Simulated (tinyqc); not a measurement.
A double barrier with mass mismatch, transfer matrices: two steps of the calculation.

One electron of energy E comes from the left lead (band edge 0); no transverse momentum. Parabolic bands, masses in units of m0, C = hbar^2/(2 m0); psi and psi'/m are continuous at every interface. Barrier d1, well Lw, barrier d2; the right lead equals the left one.

Inputs (values chosen for the exercise); masses and offsets close to those of InGaAs wells and AlAs barriers:
- mL = 0.041 m0 (mass in the left lead)
- U1 = 1.2 eV (barrier height)
- m1 = 0.15 m0 (barrier mass)
- d1 = 1 nm (width of the first barrier)
- Lw = 2.8 nm (well width (edge 0, mass mL))
- d2 = 1 nm (width of the second barrier)
- E = 0.846 eV (electron energy)

Constants: q = 1.602176634e-19 C, hbar = 1.054571817e-34 J s, m0 = 9.1093837015e-31 kg, hbar^2/(2 m0) = 0.0380998212 eV nm^2. Results are converted to the units shown.

Question 1. Matrices of the layers. For the pair (psi, psi'/m) a flat layer has M = [[cos kd, (m/k) sin kd], [-(k/m) sin kd, cos kd]] with k = sqrt(m (E - U)/C) above its edge U, and M = [[cosh Kd, (m/K) sinh Kd], [(K/m) sinh Kd, cosh Kd]] with K = sqrt(m (U - E)/C) below it. M12 is in nm, M21 in 1/nm.

Give: M of layer 1; M of layer 2; M of layer 3.

Answer 1.

M of layer 1:

|  | 1 | 2 |
|---|---|---|
| 1 | 1.7816 | 0.18735 |
| 2 | 11.605 | 1.7816 |

M of layer 2:

|  | 1 | 2 |
|---|---|---|
| 1 | -0.89158 | 0.019460 |
| 2 | -10.539 | -0.89158 |

M of layer 3:

|  | 1 | 2 |
|---|---|---|
| 1 | 1.7816 | 0.18735 |
| 2 | 11.605 | 1.7816 |

Question 2. Transmission and reflection. The matrix M carries (psi, psi'/m) across the stack, and v = k/m in each lead. psi = 1 + r at the left edge (incident amplitude 1) and t at the right edge. With det M = 1, a = i vR M11 - M21 and b = -vL vR M12 - i vL M22: t = 2 i vL/(a - b), r = -(a + b)/(a - b), T(E) = (vR/vL) |t|^2, R(E) = |r|^2.

M:

|  | 1 | 2 |
|---|---|---|
| 1 | -7.8841543 | -0.90337299 |
| 2 | -67.701702 | -7.8841543 |

vL = 23.271897 1/nm
vR = 23.271897 1/nm

Find: t; r; T(E); R(E).

Answer 2.

t = -0.054679-0.062813i
r = 0.75164-0.65430i
T(E) = 0.0069353
R(E) = 0.99306

T(E) + R(E) = 1: the current is conserved.

Range of the model: Masses are held fixed, although real bands cease to be parabolic a few tenths of an eV from their edges (inside a barrier too).

Computed by the program tinyqc: `OMP_NUM_THREADS=1 python tinyqc.py 2560114 2560115 out.jsonl`, one thread of a shared Intel Xeon 2.30GHz, about 0.1 s for the whole run.
